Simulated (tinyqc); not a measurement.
Interlayer thickness: switching kinetics of a ferroelectric film and the memory window of a ferroelectric gate stack. Computed by tinyqc, a small Python program. Command: `OMP_NUM_THREADS=1 python tinyqc.py 3025610 3025611 out.jsonl feswitch walk`. One thread of a shared host (Intel(R) Xeon(R) Processor @ 2.30GHz), about 0.02 s of CPU time with the checks.

Fields in MV/cm; 1 microcoulomb/cm^2 over eps_0 is 11.29409 MV/cm. In the stack (metal, ferroelectric, interlayer, channel) the channel is taken as a conductor.

Inputs (values chosen for the exercise, for a model film): saturation polarisation P_s = 36 microcoulomb/cm^2; ratio P_r/P_s = 0.91; coercive field E_c = 0.74 MV/cm; permittivity of the ferroelectric eps_F = 35; thickness t_F = 9.4 nm; permittivity of the interlayer eps_I = 3.9; share s of P screened by trapped charge = 0.87; pulse height V = 4.1 V; breakdown field of the interlayer = 16 MV/cm.

Method. Series stack: V = E_F t_F + E_I t_I and eps_I E_I = eps_F E_F + (1 - s) P/eps_0. E_I is for P = +P_s at the pulse height, the depolarising field for P = +P_r at V = 0; V needed puts E_F = 1.5 E_c after switching.

Stack against t_I:
```
t_I (nm)  E_F after (MV/cm)  E_I (MV/cm)  depolarising field / E_c  V needed (V)
0.3                  3.0543       40.964                    0.4135        1.7488
0.5                  2.4644       35.669                    0.6001        2.2191
0.8                  1.8190       29.877                    0.8042        2.9246
1.2                  1.2264       24.559                    0.9916        3.8651
1.6                  0.8130       20.849                    1.1224        4.8057
2.0                  0.5080       18.112                    1.2188        5.7463
3.0                  0.0094       13.637                    1.3765        8.0977
```

Each nanometre of interlayer costs 2.35 V, against 0.11 V for a nanometre of ferroelectric. The depolarising field grows from 0.41 to 1.38 E_c. At E_F = 1.5 E_c the interlayer carries (1.5 eps_F E_c + (1 - s) P_s/eps_0)/eps_I = 23.5 MV/cm whatever its thickness, above its breakdown field of 16 MV/cm, so the voltages in the last column could not be applied without breakdown. Caution: rows with E_I above the breakdown field of the interlayer cannot be reached without charge injection. Caution: where E_F after switching is below E_c the switching stalls before P_s, and where the depolarising field exceeds E_c the state switches back, so those rows describe states that are not held.
